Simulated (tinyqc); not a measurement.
Inside a calculation. Method: Hueckel theory of the pi electrons with the omega technique, for the molecule O=C1C=CC(=O)C=C1 (SMILES; centres numbered as the heavy atoms are written). One step of it, computed by the program tinyqc.

Task: Energy, charges, bond orders. E = sum n x; q_r = z_r - P_rr; bond order p = P_rs; free valence = sqrt(3) - sum of p over the bonds of the atom.

final x values: [2.324196, 1.822297, 1.036693, 0.890322, 0.202899, -0.963307, -1.251211, -2.061888]

occupations: [2.000000, 2.000000, 2.000000, 2.000000, 0.000000, 0.000000, 0.000000, 0.000000]

final P, order 1O, 2C, 3C, 4C, 5C, 6O, 7C, 8C:
```
[[1.298147, 0.741664, 0.028380, -0.289584, -0.144055, 0.413476, -0.289584, 0.028380],
 [0.741664, 0.824164, 0.429819, 0.111480, -0.062604, -0.144055, 0.111480, 0.429819],
 [0.028380, 0.429819, 0.938844, 0.824564, 0.111480, -0.289584, -0.175436, -0.061156],
 [-0.289584, 0.111480, 0.824564, 0.938844, 0.429819, 0.028380, -0.061156, -0.175436],
 [-0.144055, -0.062604, 0.111480, 0.429819, 0.824164, 0.741664, 0.429819, 0.111480],
 [0.413476, -0.144055, -0.289584, 0.028380, 0.741664, 1.298147, 0.028380, -0.289584],
 [-0.289584, 0.111480, -0.175436, -0.061156, 0.429819, 0.028380, 0.938844, 0.824564],
 [0.028380, 0.429819, -0.061156, -0.175436, 0.111480, -0.289584, 0.824564, 0.938844]]
```

Centres:
```
centre  z_r, pi electrons of the neutral centre         h
1O                                            1  1.000000
2C                                            1  0.000000
3C                                            1  0.000000
4C                                            1  0.000000
5C                                            1  0.000000
6O                                            1  1.000000
7C                                            1  0.000000
8C                                            1  0.000000
```

Bonds:
```
i  j         k
1  2  1.000000
2  3         1
3  4         1
4  5         1
5  6         1
5  7         1
7  8         1
8  2         1
```

Give: pi energy = 8 alpha + this times beta; pi charges; Bond orders and lengths from R = 1.517 - 0.180 p; free valence of the carbons; gap between the highest filled and the next level.

Result:

pi energy = 8 alpha + this times beta = 12.147

pi charges: [-0.298, 0.176, 0.061, 0.061, 0.176, -0.298, 0.061, 0.061]

Bond orders and lengths from R = 1.517 - 0.180 p (angstrom, C-C alone):
```
bond      p      R
1-2   0.742      -
2-3   0.430  1.440
3-4   0.825  1.369
4-5   0.430  1.440
5-6   0.742      -
5-7   0.430  1.440
7-8   0.825  1.369
8-2   0.430  1.440
```

free valence of the carbons: [0.131, 0.478, 0.478, 0.131, 0.478, 0.478]

gap between the highest filled and the next level = 0.687 |beta|
